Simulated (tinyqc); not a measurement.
Inside a calculation. Model: a stack of flat layers between unequal leads with mass mismatch, transfer matrices.

Numbers from tinyqc (`OMP_NUM_THREADS=1 python tinyqc.py 2560039 2560040 out.jsonl`; about 0.01 s on one thread of a shared Intel Xeon 2.30GHz). Printed values are rounded.

One electron of energy E comes from the left lead (band edge 0); no transverse momentum. Parabolic bands, masses in units of m0, C = hbar^2/(2 m0); psi and psi'/m are continuous at every interface. The layers follow each other from left to right, then the right lead.

Parameters, values chosen for the exercise; masses and band edges of a made-up stack:

| symbol | value | unit | meaning |
|---|---|---|---|
| mL | 0.22 | m0 | mass in the left lead |
| U | [1.44, 2.86, 1.81, 0.06] | eV | band edges of the layers, left to right |
| m | [0.38, 0.38, 0.27, 0.31] | m0 | masses of the layers |
| d | [0.3, 0.3, 0.4, 0.3] | nm | widths of the layers |
| UR | -0.65 | eV | band edge of the right lead |
| mR | 0.37 | m0 | mass in the right lead |
| E | 6.085 | eV | electron energy |

Constants: q = 1.602176634e-19 C, hbar = 1.054571817e-34 J s, m0 = 9.1093837015e-31 kg, hbar^2/(2 m0) = 0.0380998212 eV nm^2. Results are converted to the units shown.

Range of the model: Masses are held fixed, although real bands cease to be parabolic a few tenths of an eV from their edges (inside a barrier too). Layers thinner than about 0.8 nm hold only a few atomic planes, where an effective mass is a rough description.

## Wave numbers

k = sqrt(m (E - U)/C) where E > U, K = sqrt(m (U - E)/C) where E < U; v = k/m in the leads.

Layers:
```
   U (eV)  m (m0)  d (nm)  k or K (1/nm)  which
1    1.44    0.38     0.3        6.80649      k
2    2.86    0.38     0.3        5.67146      k
3    1.81    0.27     0.4        5.50413      k
4    0.06    0.31     0.3        7.00161      k
```

vL = 26.9437 1/nm
vR = 21.8578 1/nm

## Matrices of the layers

For the pair (psi, psi'/m) a flat layer has M = [[cos kd, (m/k) sin kd], [-(k/m) sin kd, cos kd]] with k = sqrt(m (E - U)/C) above its edge U, and M = [[cosh Kd, (m/K) sinh Kd], [(K/m) sinh Kd, cosh Kd]] with K = sqrt(m (U - E)/C) below it. M12 is in nm, M21 in 1/nm.

M of layer 1:
```
           1          2
1  -0.453912  0.0497463
2   -15.9603  -0.453912
```

M of layer 2:
```
           1          2
1  -0.130272  0.0664311
2   -14.7977  -0.130272
```

M of layer 3:
```
           1          2
1  -0.589835  0.0396123
2   -16.4619  -0.589835
```

M of layer 4:
```
           1          2
1  -0.505263  0.0382083
2   -19.4908  -0.505263
```

## Product of the matrices

The matrix of the later layer stands to the left: M = M_n ... M_2 M_1; det M = 1.

M:
```
            1          2
1  -0.0429502  0.0409317
2    -24.0061  -0.404937
```

## Transmission and reflection

The matrix M carries (psi, psi'/m) across the stack, and v = k/m in each lead. psi = 1 + r at the left edge (incident amplitude 1) and t at the right edge. With det M = 1, a = i vR M11 - M21 and b = -vL vR M12 - i vL M22: t = 2 i vL/(a - b), r = -(a + b)/(a - b), T(E) = (vR/vL) |t|^2, R(E) = |r|^2.

t = -0.26008+1.05599i
r = 0.050083-0.194926i
T(E) = 0.959496
R(E) = 0.0405044

T(E) + R(E) = 1: the current is conserved.
